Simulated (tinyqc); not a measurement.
What each parameter does: pi bands of a honeycomb layer in tight binding.

Lattice vectors a (1,0) and a (1/2, sqrt3/2); f = exp(i ky a/sqrt3) + 2 cos(kx a/2) exp(-i ky a/(2 sqrt3)), w = |f|. H = [[D - t2 F, -t f], [., -D - t2 F]] with F = w^2 - 3, S = [[1, s0 f], [., 1]]; the levels solve det(H - E S) = 0. K = (4 pi/3a, 0), M = (pi/a, pi/(sqrt3 a)); w = 3, 1, 0 at Gamma, M, K.

Inputs chosen for the exercise (of the size used for graphene; shifted at random, so the results belong to these values and not to a real crystal): a = 2.46 angstrom (lattice constant); t = 2.72 eV (nearest hopping); t2 = 0.13 eV (second-neighbour hopping); s0 = 0.132 (overlap of neighbours); D = 0 eV (+D on A, -D on B).

Gap at K, difference at M, and the two levels at Gamma, from (e - E)^2 - D^2 - (t + s0 E)^2 w^2 = 0, e = -t2 (w^2 - 3). Each row changes one parameter from the base and keeps the others.

Results:

| case | gap at K (eV) | difference at M (eV) | lower at Gamma (eV) | upper at Gamma (eV) |
|---|---|---|---|---|
| base | 0.0000 | 5.6063 | -6.4040 | 12.2185 |
| t = 2.856 eV | 0.0000 | 5.8831 | -6.6963 | 12.8940 |
| t2 = 0.18 eV | 0.0000 | 5.6332 | -6.6189 | 11.7219 |
| s0 = 0.162 | 0.0000 | 5.6731 | -6.0162 | 14.3580 |
| D = 0.1 eV | 0.2000 | 5.6100 | -6.4046 | 12.2192 |
| a = 2.5092 angstrom | 0.0000 | 5.6063 | -6.4040 | 12.2185 |

The largest shifts from the base row, up to three for each result and ties (the steps differ in size, so this ranks the rows, not the parameters). gap at K (eV): D +0.2000; unchanged at the printed digits by t, t2, s0 and a. difference at M (eV): t +0.2768, s0 +0.0668, t2 +0.0269; unchanged at the printed digits by a. lower at Gamma (eV): s0 +0.3879, t -0.2923, t2 -0.2149; unchanged at the printed digits by a. upper at Gamma (eV): s0 +2.1394, t +0.6755, t2 -0.4967; unchanged at the printed digits by a. At points fixed by symmetry a drops out; the gap at K is 2D whatever the hoppings.

Run: tinyqc, `OMP_NUM_THREADS=1 python tinyqc.py 1482761 1482762 out.jsonl`; Intel(R) Xeon(R) Processor @ 2.30GHz, one thread, shared host; about 0.01 s of CPU time with all checks.
